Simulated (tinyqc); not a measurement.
Inside a calculation. Model: a barrier in a uniform field, exact transmission by Airy functions.

tinyqc, about 0.01 s, one thread, Intel Xeon 2.30GHz (shared host): `OMP_NUM_THREADS=1 python tinyqc.py 2580035 2580036 out.jsonl` Printed values are rounded.

The left lead has its band edge at 0, the barrier edge falls as U(x) = U0 - F x with F = V/d for 0 < x < d, and the right lead has its edge at -V. No transverse momentum; C = hbar^2/(2 m0); psi and psi'/m are continuous. M carries (psi, psi'/m) across the barrier.

Parameters, values chosen for the exercise; U0 - E and the mass are of the order of those of silicon dioxide on silicon; the mass of the right lead is set freely: mass in the left lead mL = 0.69 m0; barrier edge at x = 0 U0 = 3.34 eV; mass in the barrier m1 = 0.52 m0; electron energy E = 0.24 eV; barrier width d = 0.8 nm; voltage across the barrier V = 1.7 V; mass in the right lead mR = 1.1 m0.

Constants: q = 1.602176634e-19 C, hbar = 1.054571817e-34 J s, m0 = 9.1093837015e-31 kg, hbar^2/(2 m0) = 0.0380998212 eV nm^2. Results are converted to the units shown.

Range of the model: Masses are held fixed, although real bands cease to be parabolic a few tenths of an eV from their edges. The field of 21.2 MV/cm is more than most dielectrics sustain; the model ignores breakdown.

## Scaled variables

Energy scale e = (C F^2/m1)^(1/3), z(x) = (U(x) - E)/e, s = (dz/dx)/m1 = -F/(e m1); v = k/m in a lead. vL = sqrt(mL E/C)/mL, vR = sqrt(mR (E + V)/C)/mR.

F = 2.125 V/nm
e = 0.6916385 eV
z1 = 4.482110
z2 = 2.024179
s = -5.908489 1/nm
vL = 3.021479 1/nm
vR = 6.803667 1/nm

Both z are positive: the whole barrier is forbidden.

## Airy functions at the edges

Ai and Bi solve y'' = z y, with Wronskian Ai Bi' - Ai' Bi = 1/pi.

Airy functions:
```
             Ai           Ai'        Bi       Bi'
z1  3.433333e-4  -7.449221e-4  219.3571  451.1824
z2   0.03366072   -0.05142228  3.399200  4.263583
```

## Transfer matrix

With a = Ai, a' = Ai', b = Bi, b' = Bi' at z1 (left edge) and z2 (right edge): M11 = pi (a2 b1' - b2 a1'), M12 = (pi/s)(b2 a1 - a2 b1), M21 = pi s (a2' b1' - b2' a1'), M22 = pi (b2' a1 - a2' b1).

M (M12 in nm, M21 in 1/nm):
```
          1         2
1  47.71971  3.925363
2  430.5964  35.44127
```

## Transmission, exact and WKB

With M acting on (psi, psi'/m) and v = k/m in each lead, T(E) = 4 vL vR/[(vL vR M12 - M21)^2 + (vR M11 + vL M22)^2]. WKB: exp(-S), S = (4/(3 F)) sqrt(m1/C) [max(U0 - E, 0)^1.5 - max(U0 - F d - E, 0)^1.5].

T(E) = 2.662470e-4
S = 8.812267
exp(-S) = 1.488953e-4
ratio T(E)/exp(-S) = 1.788150

The exact value is 79 % above the WKB one.
